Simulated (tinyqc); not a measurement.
# Switching power and leakage at the onset of runaway

Question. T = T0 + Rth P(T), P(T) = Pd + Pl (T/300 K)^2 exp[(q Ea/kB)(1/(300 K) - 1/T)]. At the onset of runaway the loop gain Rth dP/dT equals one as well. Find Pd and the critical Pl.

Parameters, values chosen for the exercise:
- T0 = 340 K (ambient temperature)
- Ea = 0.5 eV (activation energy of the leakage)
- Rth = 0.56 K/W (thermal resistance)

Constants: q = 1.602176634e-19 C, kB = 1.380649e-23 J/K. Results are converted to the units shown.

temperature at the onset of runaway = 380.54401 K

Solution. With s = 2/T + q Ea/(kB T^2), unit gain means Rth (P - Pd) = 1/s; the heat balance then gives Pd, and the leakage term Pl.

Pd = 33.0 W
critical Pl = 0.408 W

Computed by the program tinyqc: `OMP_NUM_THREADS=1 python tinyqc.py 2520018 2520019 out.jsonl`, one thread of a shared Intel Xeon 2.30GHz, about 0.01 s for the whole run.
